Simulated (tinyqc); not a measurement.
# Worked calculation: long-channel MOSFET, surface-potential model

Computed by the program tinyqc: `OMP_NUM_THREADS=1 python tinyqc.py 2360172 2360173 out.jsonl`, one thread of a shared Intel Xeon 2.30GHz, about 0.06 s for the whole run. Printed values are rounded.

n-channel transistor on a uniformly doped p-type body, gradual-channel approximation, constant mobility, Boltzmann statistics, full ionisation. Potentials are counted from the neutral body; V is the electron quasi-Fermi potential, Vsb at the source and Vsb + Vds at the drain. Charges are magnitudes per area.

Values chosen for this exercise; material values those of a made-up semiconductor:
```
symbol    value        unit                                      meaning
T           300           K                                  temperature
Eg         1.13          eV                                     band gap
eps_r      11.6               relative permittivity of the semiconductor
Nc      2.24e19       cm^-3       conduction-band density of states at T
Nv      2.43e19       cm^-3          valence-band density of states at T
Na       4.2e17       cm^-3                 acceptor density of the body
eox        7.85              relative permittivity of the gate insulator
tox          24          nm                          insulator thickness
Vfb       -0.77           V                            flat-band voltage
mu          260  cm^2/(V s)                             channel mobility
W             2          um                                   gate width
L           0.5          um                                  gate length
Vsb           0           V                     source-body reverse bias
Vgs        2.75           V                          gate-source voltage
Vds         0.5           V                         drain-source voltage
```

Constants: q = 1.602176634e-19 C, kB = 1.380649e-23 J/K, Vt = kB T/q, eps0 = 8.8541878128e-14 F/cm where lengths are in cm. Results are converted to the units shown.

Range of the model: The surface electron density at the source passes 0.3 Nc, where degeneracy, left out here, matters.

## Body potential, insulator capacitance and body factor

ni = sqrt(Nc Nv) exp(-Eg/(2 Vt)), Eg in volts; phiF = Vt ln(Na/ni); Cox = eps0 eox/tox; gamma = sqrt(2 q eps0 eps_r Na)/Cox. VT = Vfb + 2 phiF + gamma sqrt(2 phiF + Vsb), m = 1 + gamma/(2 sqrt(2 phiF + Vsb)).

ni = 7.52220e9 cm^-3
phiF = 0.461146 V
Cox = 0.289606 uF/cm^2
gamma = 1.28378 V^0.5
VT = 1.38518 V
m = 1.66839

## Iteration 1: surface potential at the source by Newton steps

psi at the start (the smaller of 2 phiF + Vsb + 4 Vt and the root without inversion charge) = 1.02570 V

With V = Vsb: G = psi - Vt + Vt e, e = exp((psi - 2 phiF - Vsb)/Vt); f = Vgs + Vsb - Vfb - psi - gamma sqrt(G); f' = -1 - gamma (1 + e)/(2 sqrt(G)); psi(new) = psi - f/f'.

G = 2.41137 V
f = 0.500770 V
f' = -23.9829
psi after iteration 1 = 1.04658 V

## Iteration 2: surface potential at the source by Newton steps

As before.

G = 4.18636 V
f = -0.153275 V
f' = -39.7295
psi after iteration 2 = 1.04272 V

## Course of the iteration: surface potential at the source by Newton steps

Stop when psi changes by less than 1e-10 V, or after 40 iterations.

Course of the iteration:
```
iteration  psi (V)  |change| (V)
1          1.04658        0.0209
2          1.04272       3.86e-3
3          1.04254       1.83e-4
4          1.04254       3.94e-7
5          1.04254      1.82e-12
```

Converged in 5 iterations. At the end the number of correct digits about doubles with each step.

## Charges and current of the charge-sheet model

psi_0 = 1.04254 V
psi_L = 1.51543 V

psi_0 and psi_L solve Vgs + Vsb - Vfb - psi = gamma sqrt(G) at V = Vsb and Vsb + Vds. Qi = Cox gamma [sqrt(G) - sqrt(psi - Vt)], G = psi - Vt + Vt exp((psi - 2 phiF - V)/Vt), at both ends. With U = Vgs + Vsb - Vfb: drift = mu (W/L) Cox [U (psi_L - psi_0) - (psi_L^2 - psi_0^2)/2 - (2/3) gamma ((psi_L - Vt)^1.5 - (psi_0 - Vt)^1.5)]; diffusion = mu (W/L) Vt (Qi0 - QiL).

Qi0 = 342.607 nC/cm^2
QiL = 126.773 nC/cm^2
drift current = 114.806 uA
diffusion current = 5.80293 uA
drain current = 120.608 uA

Drift carries 95.2 % of the current.

## Inversion charge along the channel

V, point 0 to 6 (V): 0  0.0833333  0.166667  0.25  0.333333  0.416667  0.5

The surface potential psi at channel potential V solves Vgs + Vsb - Vfb - psi = gamma sqrt(G), G = psi - Vt + Vt exp((psi - 2 phiF - V)/Vt). Charge sheet: Qi = Cox gamma [sqrt(G) - sqrt(psi - Vt)]. Pao-Sah: Qi = (Cox gamma/2) integral from 3 Vt to psi of exp((u - 2 phiF - V)/Vt)/sqrt(G(u, V)) du.

```
point  psi (V)  Qi, charge sheet (nC/cm^2)  Qi, Pao-Sah (nC/cm^2)
0      1.04254                     342.607                346.357
1      1.12265                     304.916                308.073
2      1.20242                     267.904                270.542
3      1.28175                     231.555                233.731
4      1.36052                     195.878                197.642
5      1.43852                     160.916                162.310
6      1.51543                     126.773                127.832
```

At the source the charge-sheet charge is 1.1 % below the Pao-Sah one.

## Pao-Sah current by Simpson's rule

I = mu (W/L) integral of Qi dV; Simpson's rule on the 7 points, step Vds/6, weights 1, 4, 2, ..., 4, 1 times step/3.

Pao-Sah current = 122.114 uA

Gauss-Legendre quadrature on many points gives 122.1 uA, so this value is within 0.01 % of it; the charge-sheet current, 120.6 uA, is 1.2 % below it.
